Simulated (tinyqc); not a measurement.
AlGaN/GaN HEMT with access regions, lumped model: two steps of the calculation.

A polarisation-induced electron sheet under a Schottky gate, in series with two ungated access regions and contacts. Drift law v = mu E/(1 + mu E/vs) under the gate. Currents in mA/mm, resistances in ohm mm. No self-heating, no channel-length modulation; fits for polarisation, barrier and offset are chosen for the exercise.

Parameters, values chosen for the exercise; values close to those of AlGaN/GaN structures:
```
symbol,value,unit,meaning
x,0.35,,aluminium share of the barrier
d,30,nm,barrier thickness
eps_r,9.4,,relative permittivity of barrier and channel
mu,1200,cm^2/(V s),channel mobility
vs,1.2e7,cm/s,saturation velocity
Lg,1,um,gate length
Ls,2,um,source access length
Ld,2,um,drain access length
Rc,0.55,ohm mm,resistance of each contact
ft,0,,share of the drain-access electrons removed by traps
Vg,0,V,gate voltage
Vd,4,V,drain voltage
```

Constants: q = 1.602176634e-19 C, eps0 = 8.8541878128e-14 F/cm where lengths are in cm. Results are converted to the units shown.

Problem 1. Polarisation charge, threshold and sheet resistance. sigma = (5e13 x + 1.6e13 x^2) cm^-2, phiB = 0.84 + 1.3 x, dEc = 0.7 (1.71 x + x^2) in volts, Cb = eps0 eps_r/d, VT = phiB - dEc - q sigma/Cb, access density n0 = -Cb VT/q. Rsh = 1/(q mu n0); largest access current q n0 vs.

Wanted: sigma; Cb; VT; n0; Rsh; q n0 vs.

Solution 1.

sigma = 1.946e13 cm^-2
Cb = 0.2774 uF/cm^2
VT = -10.45 V
n0 = 1.809e13 cm^-2
Rsh = 287.5 ohm
q n0 vs = 3478 mA/mm

Problem 2. Drain current. Access resistance R(L, n) = L/(q mu n sqrt(1 - (I/(q n vs))^2)); Rs = Rc + R(Ls, n0), Rd = Rc + R(Ld, (1 - ft) n0). Vg' = Vg - I Rs, Vd' = Vd - I (Rs + Rd); with u = Vg' - VT, Vc = vs Lg/mu and w the smaller of Vd' and Vc [sqrt(1 + 2 u/Vc) - 1] (0 if negative), the channel gives (mu Cb/Lg)(u w - w^2/2)/(1 + w/Vc). I(new) = I + 0.5 (channel current - I).

I after iteration 1 = 1383.7966 mA/mm
VT = -10.447930 V
Cb = 0.27743122 uF/cm^2
n0 = 1.8091525e13 cm^-2

Give: Rs; Rd; Vg'; Vd'; channel current; I after iteration 2.

Solution 2.

Rs = 1.177 ohm mm
Rd = 1.177 ohm mm
Vg' = -1.628 V
Vd' = 0.7433 V
channel current = 1199 mA/mm
I after iteration 2 = 1291 mA/mm

tinyqc, about 0.02 s, one thread, Intel Xeon 2.30GHz (shared host): `OMP_NUM_THREADS=1 python tinyqc.py 2570130 2570131 out.jsonl`
